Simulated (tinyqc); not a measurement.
What each parameter of the potential does: deformation potentials from a strained empirical pseudopotential.

Diamond lattice, no spin-orbit coupling. Atomic form factor V(q) = a1 (q^2 - a2)/(a3 exp(a4 q^2) - 1) in rydberg with q in 1/bohr, for the unstrained cell. Under a strain e the reciprocal vectors and k go over into (1 + e)^(-1) G, the atoms sit at +/- tau with tau = (1 + e) a (1,1,1)/8 - zeta a (eyz, ezx, exy)/4, and H(G,G') = c |k + G|^2 delta + (V(q)/det(1 + e)) cos(q.tau), q = G - G', with the term q = 0 left out; c = hbar^2/2m0. The basis is fixed before straining: all G with |k + G|^2 up to 16 (2 pi/a)^2. k is given in units of 2 pi/a of the unstrained cell.

Constants: hbar^2/2m0 = 3.80998211 eV angstrom^2; Ry = 13.60569312 eV; a0 (Bohr radius) = 0.5291772105 angstrom.

Values chosen for the exercise (a germanium-sized cell with gaps well above those of Ge; the results hold for these values, not for the real material):

| symbol | value | unit | meaning |
|---|---|---|---|
| a | 5.648 | angstrom | lattice constant |
| a1 | 0.401 |  |  |
| a2 | 2.441 |  |  |
| a3 | 2.079 |  |  |
| a4 | 0.455 |  |  |
| kD | 0.82 | 2 pi/a | position of the Delta minimum |

Gaps from the valence top to level 5 at Gamma and level 5 at (kD,0,0) and L, and their deformation potentials [E(+h) - E(-h)]/(3 ln((1 + h)/(1 - h))) for e = +/- h 1, h = 0.002. The row for the lattice constant keeps V(q) without the volume factor, so it is not a strain.

One parameter was then changed.

Results before and after:

| case | Gamma (eV) | Delta (eV) | L (eV) | potential Gamma (eV) | potential Delta (eV) | potential L (eV) |
|---|---|---|---|---|---|---|
| base | 1.546 | 1.246 | 1.112 | -8.92 | 0.84 | -2.92 |
| changed | 1.742 | 1.007 | 1.056 | -8.73 | 1.14 | -2.73 |

Which of these changes was made? (a) a4 = 0.45; (b) a = 5.592 angstrom; (c) a1 = 0.405; (d) a3 = 2.058; (e) a2 = 2.417.

Answer: (b) a = 5.592 angstrom. Of the candidates, run in turn, only this one gives the changed row.

All candidates:

| case | Gamma (eV) | Delta (eV) | L (eV) | potential Gamma (eV) | potential Delta (eV) | potential L (eV) |
|---|---|---|---|---|---|---|
| base | 1.546 | 1.246 | 1.112 | -8.92 | 0.84 | -2.92 |
| a = 5.592 angstrom | 1.742 | 1.007 | 1.056 | -8.73 | 1.14 | -2.73 |
| a1 = 0.405 | 1.568 | 1.317 | 1.159 | -9.00 | 0.80 | -2.96 |
| a2 = 2.417 | 1.683 | 1.185 | 1.130 | -8.87 | 0.90 | -2.88 |
| a3 = 2.058 | 1.566 | 1.344 | 1.173 | -9.02 | 0.81 | -2.96 |
| a4 = 0.45 | 1.607 | 1.322 | 1.174 | -9.07 | 0.75 | -3.02 |

Computed by tinyqc, a small Python program: `OMP_NUM_THREADS=1 python tinyqc.py 1880233 1880234 out.jsonl` (the numbers bound the seed that draws the inputs); one thread of a shared host (Intel(R) Xeon(R) Processor @ 2.30GHz), about 0.2 s for the whole set of steps.
